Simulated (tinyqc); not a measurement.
Interface traps by the conductance method, a continuum of levels: two steps of the calculation.

MOS capacitor on an n-type substrate; psi is the band bending, negative in depletion; only majority carriers are counted. The traps exchange electrons with the conduction band; their admittance lies in parallel with Cd, and that pair in series with Cox and Rs. w = 2 pi f.

Values chosen for this exercise:
- f = 11000 Hz (signal frequency)

Problem 1. Parallel conductance and capacitance. With x = w tau: Gp/w = Cit ln(1 + x^2)/(2 x), Cp = Cd + Cit arctan(x)/x.

Cd = 216.04109 nF/cm^2
tau = 1.0664221e-4 s
Cit = 5.2871829 nF/cm^2

Give: x; Gp/w; Cp.

Solution 1.

x = 7.371
Gp/w = 1.439 nF/cm^2
Cp = 217.1 nF/cm^2

The peak of Gp/w lies at x = 1.98 with the height 0.402 Cit; this frequency gives 0.272 Cit.

Problem 2. Extraction from the readings. Ignoring Rs: Gp/w = w Cox^2 Gm/[Gm^2 + w^2 (Cox - Cm)^2].

Cox = 371.30465 nF/cm^2
Cm = 136.98782 nF/cm^2
Gm/w = 0.57972368 nF/cm^2

Wanted: extracted Gp/w.

Solution 2.

extracted Gp/w = 1.4557 nF/cm^2

The uncorrected series resistance makes this 1.1 % above the true Gp/w.

Numbers from tinyqc (`OMP_NUM_THREADS=1 python tinyqc.py 2030039 2030040 out.jsonl`; about 0.01 s on one thread of a shared Intel Xeon 2.30GHz).
